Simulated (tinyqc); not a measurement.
Conversion gain and read noise from the photon-transfer curve.

Problem. Temporal variance = CG x mean output + vn^2 (dark signal removed), CG = q As/Cf. Find CG, vn, the read noise in electrons and Cf.

Parameters, values chosen for the exercise:
```
symbol  value  unit               meaning
As       0.86        source-follower gain
```

Constants: q = 1.602176634e-19 C. Results are converted to the units shown.

temporal variance at mean outputs of 86 and 520 mV (mV^2): [22.79729051, 137.7965995]

Solution. Poisson statistics make the slope equal to CG; the intercept is vn^2.

CG = 265.0 uV/electron
vn = 97.00 uV
read noise = 0.3661 electrons
Cf = 0.5200 fF

tinyqc, about 0.01 s, one thread, Intel Xeon 2.30GHz (shared host): `OMP_NUM_THREADS=1 python tinyqc.py 2630018 2630019 out.jsonl`
